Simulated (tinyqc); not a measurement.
Graded p-n junction, non-linear Poisson equation by Newton steps: two steps of the calculation.

One dimension, p side on the left, n side on the right; net doping C = (Nd - Na)/2 + ((Nd + Na)/2) tanh(x/Lg). The potential psi is counted from the intrinsic level, and the quasi-Fermi potentials are flat: 0 for holes and -V for electrons, so n = ni exp((psi + V)/Vt) and p = ni exp(-psi/Vt) (Boltzmann statistics, full ionisation, no current).

Parameters, values chosen for the exercise:
- T = 300 K (temperature)
- V = 0.42 V (bias of the p side against the n side)

Constants: q = 1.602176634e-19 C, kB = 1.380649e-23 J/K, Vt = kB T/q. Results are converted to the units shown.

Problem 1. Densities, residual and Jacobian diagonal. n_i = ni exp((psi_i + V)/Vt), p_i = ni exp(-psi_i/Vt), rho_i = p_i - n_i + C_i, g_i = (n_i + p_i)/Vt. Box widths w_i = (h_(i-1) + h_i)/2 in cm. Residual F_i = a_i (psi_(i+1) - psi_i) - a_(i-1) (psi_i - psi_(i-1)) + q rho_i w_i; Jacobian: a_(i-1) and a_i beside the diagonal, b_i = -a_(i-1) - a_i - q g_i w_i on it. The two end nodes are fixed.

```
node  x (nm)  psi at the start (V)  net doping C (cm^-3)
0      -1100           -0.48649417         -4.5999998e16
1       -633           -0.33362303         -4.5988496e16
2       -338           -0.23705561         -4.3549144e16
3       -153           -0.17649638          2.0828568e16
4      -36.5           -0.13836043          3.4355202e17
5       36.5           -0.11446409          7.1044798e17
6        118           -0.08778529          9.7994877e17
7        208           -0.05832405          1.0744742e18
8        309           -0.02526198          1.0958537e18
9        421            0.01140090          1.0994572e18
10       546            0.05231930          1.0999440e18
11       685            0.09782056          1.0999955e18
12       840            0.14855938          1.0999997e18
```

coupling a_i, interval 0 to 11 (F/cm^2): 1.7765255e-8  2.8123302e-8  4.4845265e-8  7.1213511e-8  1.1364896e-7  1.0179600e-7  9.2181933e-8  8.2142317e-8  7.4074768e-8  6.6370992e-8  5.9686144e-8  5.3524993e-8
ni = 3.0904061e8 cm^-3

Wanted: n; p; residual F; diagonal b.

Solution 1.

```
node  n (cm^-3)  p (cm^-3)
0      2.3603e7  4.6000e16
1      8.7314e9  1.2435e14
2     3.6589e11  2.9674e12
3     3.8080e12  2.8512e11
4     1.6648e13  6.5218e10
5     4.1956e13  2.5878e10
6     1.1775e14   9.2203e9
7     3.6805e14   2.9500e9
8     1.3223e15   8.2110e8
9     5.4605e15   1.9883e8
10    2.6585e16   4.0840e7
11    1.5453e17   7.0259e6
12    1.1000e18   9.8702e5
```

```
node  residual F (1e-6 C/cm^2)  diagonal b (F/cm^2)
1                      -0.2800           -7.5252e-8
2                      -0.1674           -7.3464e-8
3                       0.0503           -1.1644e-7
4                       0.5215           -1.8584e-7
5                       0.8793           -2.1745e-7
6                       1.3462           -2.0024e-7
7                       1.6435           -1.9611e-7
8                       1.8676           -2.4349e-7
9                       2.0770           -5.4147e-7
10                      2.2700           -2.3009e-6
11                      2.2268           -1.4192e-5
```

Problem 2. Newton step. Solve the tridiagonal system a_(i-1) d_(i-1) + b_i d_i + a_i d_(i+1) = -F_i for nodes 1 to 11, with d = 0 on fixed nodes. Each component d is damped to sign(d) Vt ln(1 + |d|/Vt) before it is added.

coupling a_i, interval 0 to 11 (F/cm^2): 1.7765255e-8  2.8123302e-8  4.4845265e-8  7.1213511e-8  1.1364896e-7  1.0179600e-7  9.2181933e-8  8.2142317e-8  7.4074768e-8  6.6370992e-8  5.9686144e-8  5.3524993e-8

```
node  diagonal b (F/cm^2)  residual F (C/cm^2)
1           -7.5252034e-8        -2.7996826e-7
2           -7.3464357e-8        -1.6744621e-7
3           -1.1644118e-7         5.0298341e-8
4           -1.8584387e-7         5.2150821e-7
5           -2.1745486e-7         8.7925639e-7
6           -2.0023630e-7         1.3461570e-6
7           -1.9610773e-7         1.6434670e-6
8           -2.4349182e-7         1.8676187e-6
9           -5.4146610e-7         2.0770395e-6
10          -2.3008645e-6         2.2700190e-6
11          -1.4191560e-5         2.2267556e-6
```

psi at the start, node 0 to 12 (V): -0.48649417  -0.33362303  -0.23705561  -0.17649638  -0.13836043  -0.11446409  -0.08778529  -0.05832405  -0.02526198  0.01140090  0.05231930  0.09782056  0.14855938

Find: Newton step d, before damping; psi after iteration 1.

Solution 2.

Newton step d, before damping, node 1 to 11 (V): 8.58  32.91  52.26  64.03  67.36  63.78  49.55  26.71  7.64  1.21  0.16
psi after iteration 1, node 0 to 12 (V): -0.4865  -0.1835  -0.0522  0.0203  0.0637  0.0889  0.1141  0.1371  0.1542  0.1585  0.1523  0.1491  0.1486

Program tinyqc, `OMP_NUM_THREADS=1 python tinyqc.py 2000101 2000102 out.jsonl`; Intel Xeon 2.30GHz, shared host, one thread, about 0.04 s.
